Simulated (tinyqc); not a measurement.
Across the gap: metal-induced gap states at the contact of a metal chain and a two-band chain.

The semiconductor alternates sites A at -Eg/2 and C at +Eg/2 with hopping -t; the gap runs from -Eg/2 to Eg/2. In the gap cosh(q a) = 1 + (Eg^2/4 - E^2)/(2 t^2) and the amplitude changes by -exp(-q a) a period. The metal has site energy 0 and hopping -tm; its end site has g_m = (E - i sqrt(4 tm^2 - E^2))/(2 tm^2). Sites 1, 2, ... count into the semiconductor, with energies e1, e2 alternating. The clean half chain has g1 = 1/(E - e1 - t^2 g2), g2 = 1/(E - e2 - t^2 g1), decaying root. With the contact G11 = 1/(1/g1 - tc^2 g_m), and the density on site j is -Im G_jj/pi = |psi_j/psi_1|^2 (-Im G11/pi), per spin, with psi_2/psi_1 = -t g2, psi_3/psi_2 = -t g1.

Inputs chosen for the exercise (gap and optical dielectric constant near those of HfO2; the chain itself is a model; not measured data):
- Eg = 5.46 eV (gap)
- t = 3.09 eV (hopping in the semiconductor)
- tm = 2.64 eV (hopping in the metal)
- tc = 2.05 eV (hopping across the contact)
- end = A (site that touches the metal)
- a = 3.6 angstrom (period (two sites); one chain for each area a^2)

E = f Eg. Share on C: the part of the summed density that lies on C sites, whose orbitals make the conduction edge.

Gap states:
```
f      E (eV)  xi = 1/(2q) (angstrom)  D1 (1/eV)  D2 (1/eV)  sum (1/eV)  share on C
-0.48  -2.621                    7.29     0.1231     0.0020      0.3211       0.016
-0.40  -2.184                    3.43     0.0758     0.0050      0.1243       0.062
-0.30  -1.638                    2.60     0.0509     0.0064      0.0764       0.111
-0.15  -0.819                    2.20     0.0315     0.0075      0.0484       0.192
0.00    0.000                    2.10     0.0202     0.0086      0.0352       0.298
0.15    0.819                    2.20     0.0126     0.0103      0.0285       0.450
0.30    1.638                    2.60     0.0069     0.0137      0.0274       0.667
0.40    2.184                    3.43     0.0035     0.0187      0.0341       0.842
0.48    2.621                    7.29     0.0008     0.0299      0.0788       0.975
```

The decay length xi of the density is shortest at mid-gap, 2.10 angstrom, and grows to 7.3 near the edges. The summed density is least at f = 0.3 (0.0274) and largest at f = -0.48 (0.3211 1/eV). The share on C goes from 0.02 to 0.97 and passes one half near f = +0.185, a point that depends on which site ends the chain. The states turn from valence-like to conduction-like across the gap; the branch point, where the decay is fastest, lies at mid-gap in this symmetric chain and is the usual estimate of the neutrality level.

Program tinyqc; command `OMP_NUM_THREADS=1 python tinyqc.py 1480103 1480104 out.jsonl`; about 0.01 s on one thread of a shared Intel(R) Xeon(R) Processor @ 2.30GHz.
